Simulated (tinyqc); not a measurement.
Resistance of a tapered via with liner, size effect and interface: one step of the calculation.

A round via whose diameter grows from db at the bottom as D(z) = db + 2 z/tan(ang). The fill, of diameter D - 2 tl, starts above the bottom liner (thickness fb tl) and has rho = rho0 (1 + ks lam/(D - 2 tl)); the sidewall liner conducts in parallel with it. The bottom liner and the interface are crossed over the full area pi db^2/4. Spreading in the lines above and below is left out.

Question. Total resistance. R_fill = sum of the slices; R_bottom = rl fb tl/(pi db^2/4); R_interface = ri/(pi db^2/4); ballistic (Sharvin) limit 1/(Sb pi (db - 2 tl)^2/4); ideal cylinder rho0 hv/(pi db^2/4).

Parameters, values chosen for the exercise; fill metal close to copper: diameter at the bottom db = 15 nm; height hv = 27 nm; bulk resistivity of the fill rho0 = 1.73 uohm cm; liner on the sidewall tl = 2.7 nm; liner at the bottom over that on the sidewall fb = 0.5; resistivity of the liner rl = 260 uohm cm; interface resistivity at the bottom ri = 8.3e-13 ohm cm^2; ballistic conductance per area, about 3/(4 rho0 lam) Sb = 1.1e15 S/m^2.

slice resistance, slice 0 to 5 (ohm): [5.8028185, 5.3483997, 4.9408706, 4.5743385, 4.2437724, 3.9448608]

Wanted: parts; R; shares; ballistic limit; ideal cylinder.

Answer.

parts (ohm): fill 28.855, bottom liner 19.863, interface 0.46968
R = 49.187 ohm
shares (%): fill 58.664, bottom liner 40.381, interface 0.955
ballistic limit = 12.560 ohm
ideal cylinder = 2.6432 ohm

The fill is the largest part, and R is 18.6 times the ideal cylinder. With 2000 slices R = 49.197 ohm.

Program tinyqc, `OMP_NUM_THREADS=1 python tinyqc.py 2750135 2750136 out.jsonl`; Intel Xeon 2.30GHz, shared host, one thread, about 0.01 s.
